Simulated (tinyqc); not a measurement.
## Trench capacitor in an array: capacitance, non-linearity, leakage and relaxation: capacitance, non-linearity and leakage against thickness

A film between two metal electrodes, each interface adding a series capacitance ci. The small-signal permittivity is ek (1 + aq E^2); the field is found with the linear permittivity. Leakage J = J0 sinh(E/Ef). After a voltage step the film passes a relaxation current kr C V tt^(-nr), tt being the time in seconds. The sidewall is a coaxial capacitor with radii a = dm/2 - t and b = dm/2, depth AR dm; the end face is left out.

Planar film: Cf = eps0 ek/t, 1/C = 1/Cf + 2/ci, EOT = 3.9 eps0/C, effective permittivity C t/eps0, E = (V/t) C/Cf; quadratic coefficient [C(V)/C - 1]/V^2 with Cf (1 + aq E^2) in C(V).

Inputs (values chosen for the exercise); permittivity of the order of that of strontium titanate:
```
symbol    value       unit                                                             meaning
ek          161                                              relative permittivity of the film
ci          270    uF/cm^2  capacitance of each electrode interface (dead layer and screening)
aq       -0.066  cm^2/MV^2                     quadratic field coefficient of the permittivity
V           1.5          V                                                                bias
J0      2.9e-10     A/cm^2                                                   leakage prefactor
Ef         0.42      MV/cm                             field for an e-fold rise of the leakage
```

Constants: eps0 = 8.8541878128e-14 F/cm where lengths are in cm. Results are converted to the units shown.

Capacitance, non-linearity and leakage against thickness:
```
t (nm)  C (uF/cm^2)  EOT (nm)  effective permittivity  E (MV/cm)  quadratic coefficient (ppm/V^2)  J (A/cm^2)
7.9          15.917   0.21695                  142.02     1.6749                           -74203   7.8178e-9
10           12.894   0.26781                  145.62     1.3567                           -49411   3.6610e-9
13           10.142   0.34049                  148.90     1.0672                           -31072   1.8287e-9
17           7.8950   0.43738                  151.58    0.83075                           -19111   1.0280e-9
22           6.1829   0.55850                  153.63    0.65059                           -11862  6.5169e-10
28           4.9061   0.70384                  155.15    0.51625                          -7538.3  4.5324e-10
36           3.8470   0.89763                  156.41    0.40479                          -4671.0  3.2483e-10
47           2.9664    1.1641                  157.46    0.31214                          -2795.5  2.3592e-10
60           2.3348    1.4790                  158.22    0.24568                          -1740.0  1.7947e-10
```

What does the table show?

C falls from 15.9 to 2.33 uF/cm^2 while the effective permittivity goes from 142 to 158 (ek = 161). EOT is a straight line in t with slope 3.9/ek = 0.0242 and intercept 0.0256 nm. The quadratic coefficient goes as t^(-1.73) between the first two rows and t^(-1.94) between the last two (-2 without interfaces), and J falls by 1.64 decades.

Numbers from tinyqc (`OMP_NUM_THREADS=1 python tinyqc.py 2102024 2102025 out.jsonl`; about 0.01 s on one thread of a shared Intel Xeon 2.30GHz).
